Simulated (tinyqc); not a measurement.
Threshold of a short bulk MOSFET: charge sharing, barrier lowering, narrow width: one step of the calculation.

n-channel device on a p-type body, depletion approximation, full ionisation. Uniform doping N = Na. Vbi from Boltzmann statistics is rough for the degenerate source. Cox = eps0 eox/tox.

Question. Long-channel threshold and scales. ni = sqrt(Nc Nv) exp(-Eg/(2 Vt)), Eg in volts; 2 pB = 2 Vt ln(N/ni); flat band Vfb - Vt ln(N/Na); Wd = sqrt(2 eps0 eps_r (2 pB - Vbs)/(q N)); body term q N Wd/Cox; long-channel VT0 = flat band + 2 pB + body term; Vbi = Vt ln(N Nsd/ni^2); scale length l = sqrt((eps_r/eox) tox Wd).

Parameters, values chosen for the exercise; band and dielectric values close to those of silicon: temperature T = 300 K; band gap Eg = 1.11 eV; relative permittivity eps_r = 11.8; conduction-band density of states at T Nc = 2.81e19 cm^-3; valence-band density of states at T Nv = 2.62e19 cm^-3; relative permittivity of the gate insulator (close to silicon dioxide) eox = 3.9; insulator thickness tox = 3.2 nm; channel doping Na = 1.1e17 cm^-3; source and drain doping Nsd = 1e20 cm^-3; flat-band voltage for the doping Na Vfb = -0.85 V; body-source voltage Vbs = 0 V.

Constants: q = 1.602176634e-19 C, kB = 1.380649e-23 J/K, Vt = kB T/q, eps0 = 8.8541878128e-14 F/cm where lengths are in cm. Results are converted to the units shown.

Find: N; 2 pB; flat band; Wd; body term; VT0; Vbi; l.

Answer.

N = 1.1000e17 cm^-3
2 pB = 0.82521 V
flat band = -0.85000 V
Wd = 98.915 nm
body term = 0.16155 V
VT0 = 0.13676 V
Vbi = 1.0013 V
l = 30.947 nm

tinyqc, about 0.01 s, one thread, Intel Xeon 2.30GHz (shared host): `OMP_NUM_THREADS=1 python tinyqc.py 2002207 2002208 out.jsonl`
